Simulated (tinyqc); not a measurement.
MOSFET in saturation, small-signal circuit and noise: two steps of the calculation.

Bias by the inversion coefficient IC = I/Ispec (charge-based model with velocity saturation; weak inversion below 0.1, strong above 10). Common-source circuit: gm, gds, Cgs, Cgd and Cj at the inner nodes, Rg in series with the gate; quasi-static, no source or drain resistance, no gate-body capacitance, no substrate network, no induced gate noise, so fmax is an upper estimate.

Inputs (values chosen for the exercise): temperature T = 350 K; gate length L = 65 nm; total gate width W = 10 um; gate capacitance Cox = 1.25 uF/cm^2; mobility mu = 190 cm^2/(V s); slope factor n = 1.38; velocity-saturation length Ls = 10 nm; inversion coefficient IC = 0.62; short-channel excess of the noise factor gw = 0.13; oxide trap density Nt = 2.6e17 cm^-3 eV^-1; tunnelling length into the oxide lt = 0.1 nm; Coulomb scattering coefficient ac = 0 V s/C; signal frequency f = 5 GHz.

Constants: q = 1.602176634e-19 C, kB = 1.380649e-23 J/K, Vt = kB T/q. Results are converted to the units shown.

Question 1. Admittance matrix. Inner admittances at w = 2 pi f: y11 = i w (Cgs + Cgd), y12 = -i w Cgd, y21 = gm - i w Cgd, y22 = gds + i w (Cgd + Cd). Invert to Z, add Rg to Z11 and invert back to Y.

gm = 0.93334301 mS
gds = 0.048533837 mS
Cgs = 6.3069704 fF
Cgd = 4.1 fF
Cd = 8.9 fF
Rg = 30.641026 ohm

Find: inner y; Y with Rg.

Answer 1.

inner y (mS):
```
                1               2
1  0.0000+0.3269i  0.0000-0.1288i
2  0.9333-0.1288i  0.0485+0.4084i
```

Y with Rg (mS):
```
                1                2
1  0.0033+0.3269i  -0.0013-0.1288i
2  0.9320-0.1381i   0.0491+0.4121i
```

Question 2. Noise at the gate. Channel noise Sid = 4 kB T gam n gm with gam = (1/2 + (2/3) qs)/(1 + qs) + gw lc IC, qs = [sqrt(1 + 4 IC) - 1]/2, lc = Ls/L (the last term an empirical rise with velocity saturation); at the gate, white noise Sw = Sid/gm^2 + 4 kB T Rg. Number fluctuation with correlated mobility: S(f) = K/f, K = q^2 Vt lt Nt/(W L Cox^2) (1 + ac mu Cox I/gm)^2, Vt in eV with Nt per eV. Corner fc = K/Sw. Full shot noise would be 2 q I.

I = 56.876504 uA
gm = 0.93334301 mS
Rg = 30.641026 ohm

Find: gam; Sid; Sid/(2 q I); sqrt(Sw); K; fc.

Answer 2.

gam = 0.5627
Sid = 1.401e-23 A^2/Hz
Sid/(2 q I) = 0.7687
sqrt(Sw) = 4.083 nV/Hz^0.5
K = 1.982e-10 V^2
fc = 11.89 MHz

The gate resistance gives 3.6 % of the white noise power.

tinyqc, about 0.01 s, one thread, Intel Xeon 2.30GHz (shared host): `OMP_NUM_THREADS=1 python tinyqc.py 2150143 2150144 out.jsonl`
